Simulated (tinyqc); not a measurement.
# MOS structure on a p-type body, non-linear Poisson equation by Newton steps: what changes with what

One dimension, insulator interface at x = 0, acceptor density Na, uniform, net doping C = -(acceptor density). psi is counted from the intrinsic level: n = ni exp((psi - Vb)/Vt), p = ni exp(-psi/Vt); deep in the body psi_b = -Vt ln(Na/ni). The gate acts through Cox = eps0 eox/tox and has the potential psi_G = Vg - (phiM - chi - Vt ln(Nc/ni)). Boltzmann statistics, full ionisation, classical densities, no oxide or interface charge.

Parameters, values chosen for the exercise; band and dielectric values close to those of silicon: temperature T = 300 K; band gap Eg = 1.14 eV; relative permittivity eps_r = 11.8; conduction-band density of states at T Nc = 2.76e19 cm^-3; valence-band density of states at T Nv = 2.63e19 cm^-3; electron affinity chi = 4.08 eV; acceptor density deep in the body Na = 1.3e18 cm^-3; relative permittivity of the gate insulator (close to silicon dioxide) eox = 3.9; insulator thickness tox = 1.3 nm; gate work function phiM = 4.36 eV; electron quasi-Fermi potential against the body Vb = 0 V.

Constants: q = 1.602176634e-19 C, kB = 1.380649e-23 J/K, Vt = kB T/q, eps0 = 8.8541878128e-14 F/cm where lengths are in cm. Results are converted to the units shown.

Each table varies one quantity; the others keep the values above.

## Charge and capacitance against gate voltage

ni = sqrt(Nc Nv) exp(-Eg/(2 Vt)), Eg in volts. The Poisson equation d/dx(eps0 eps_r dpsi/dx) = -q (p - n + C), with eps0 eps_r dpsi/dx = -Cox (psi_G - psi_0) at x = 0, is solved on a mesh of about 600 nodes or more. N_inv is the integral of n less its value deep in the body. C_LF = Cox (1 - dpsi_0/dVg) with all carriers following; C_HF is the same with the electron quasi-Fermi level shifting uniformly so that N_inv stays fixed. The centroid is that of the same excess.

Results:
```
Vg (V)  psi_0 - psi_b (V)  N_inv (cm^-2)  C_LF/Cox  C_HF/Cox  centroid (nm)
0.15                0.725         2.94e6     0.129     0.129          0.510
0.33                0.882         1.18e9     0.120     0.118          0.457
0.52                 1.03        3.46e11     0.468     0.110          0.411
0.7                  1.09        2.33e12     0.818     0.109          0.361
1.07                 1.13        7.73e12     0.924     0.108          0.287
1.25                 1.14        1.05e13     0.940     0.108          0.262
```

Estimate the missing row, Vg = 0.88 V.

Computed row:
```
Vg (V)  psi_0 - psi_b (V)  N_inv (cm^-2)  C_LF/Cox  C_HF/Cox  centroid (nm)
0.88                 1.11        4.87e12     0.893     0.108          0.320
```

With this row back in the table: N_inv goes from 2.94e6 to 1.05e13 cm^-2 and passes 2e11 cm^-2 at Vg = 0.495 V. Below threshold it takes 69.1 mV a decade between Vg = 0.15 and 0.33 V, against Vt ln 10 = 59.5 mV. C_LF/Cox is lowest, 0.120, at Vg = 0.33 V among the rows listed and ends at 0.940, while C_HF/Cox ends at 0.108. Between the last two rows q dN_inv/dVg is 0.930 Cox. Where the classical centroid is under about 2 nm, confinement would move the charge away from the interface and raise the threshold. Above about 2e12 cm^-2 degeneracy matters too.

## Effect of the acceptor density deep in the body on threshold, swing and body effect

VT is the Vg at which N_inv = 2e11 cm^-2. m = 1/(dpsi_0/dVg) at N_inv = 1e8 cm^-2; the swing is the Vg between N_inv = 1e8 and 1e9 cm^-2; body coefficient [VT(Vb + 0.05 V) - VT(Vb)]/0.05 V - 1.

Effect of the acceptor density deep in the body on threshold, swing and body effect:
```
Na (cm^-3)  VT (V)  psi_0 - psi_b at VT (V)   m - 1  swing (mV/decade)  body coefficient
3.2e17       0.348                    0.963  0.0720               64.9            0.0772
4.8e17       0.382                    0.979  0.0872               65.8            0.0907
7e17         0.418                    0.994   0.104               66.8             0.106
1e18         0.460                     1.01   0.123               67.9             0.123
1.5e18       0.516                     1.02   0.150               69.4             0.147
2.2e18       0.579                     1.04   0.179               71.2             0.173
3.2e18       0.654                     1.05   0.214               73.2             0.205
```

What does the comparison show?

As Na goes from 3.2e17 to 3.2e18, VT rises from 0.348 to 0.654 V, the swing rises from 64.9 to 73.2 mV/decade and the body coefficient rises from 0.0772 to 0.205. The swing stays within 1.7 % of m Vt ln 10, and the body coefficient within 0.0094 of m - 1.

Computed by the program tinyqc: `OMP_NUM_THREADS=1 python tinyqc.py 2080143 2080144 out.jsonl`, one thread of a shared Intel Xeon 2.30GHz, about 0.3 s for the whole run.
